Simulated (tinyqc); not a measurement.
From results back to parameters: shallow donor in effective-mass theory, with valley-orbit splitting. Five cases, with inputs chosen for the exercise.

Problem. Without strain the levels are A1 = E0 - D0 - 4 D1 - D2, T2 = E0 - D0 + D2 and E = E0 - D0 + 2 D1 - D2. They were computed from hidden D0, D1 and D2.

Find: D1; D2; D0.

Method. E - A1 = 6 D1, T2 - E = 2 D2 - 2 D1, and the mean (A1 + 3 T2 + 2 E)/6 is E0 - D0.

Case 1.

Values chosen (out of a larger set: near those of a group-V donor in Si; not measured data): E0 = -29.4 meV (single-valley level).

A1, T2, E (meV): -43.980  -31.740  -30.360

Solution.

D1 = 2.27 meV
D2 = 1.58 meV
D0 = 3.92 meV

Case 2.

Values chosen (out of a larger set: near those of a group-V donor in Si; not measured data): E0 = -30 meV (single-valley level).

A1, T2, E (meV): -41.740  -31.660  -29.320

Solution.

D1 = 2.07 meV
D2 = 0.90 meV
D0 = 2.56 meV

Case 3.

Values chosen (out of a larger set: near those of a group-V donor in Si; not measured data): E0 = -33.1 meV (single-valley level).

A1, T2, E (meV): -55.410  -34.090  -32.370

Solution.

D1 = 3.84 meV
D2 = 2.98 meV
D0 = 3.97 meV

Case 4.

Values chosen (out of a larger set: near those of a group-V donor in Si; not measured data): E0 = -30.7 meV (single-valley level).

A1, T2, E (meV): -45.110  -32.910  -31.490

Solution.

D1 = 2.27 meV
D2 = 1.56 meV
D0 = 3.77 meV

Case 5.

Values chosen (out of a larger set: near those of a group-V donor in Si; not measured data): E0 = -29.4 meV (single-valley level).

A1, T2, E (meV): -41.260  -30.960  -28.480

Solution.

D1 = 2.13 meV
D2 = 0.89 meV
D0 = 2.45 meV

Computed by tinyqc, one run a case: `OMP_NUM_THREADS=1 python tinyqc.py N N+1 out.jsonl` with N = 1280797, 1280823, 1280824, 1280867, 1280907; one thread of a shared Intel(R) Xeon(R) Processor @ 2.30GHz, about 0.01 s a run at most.
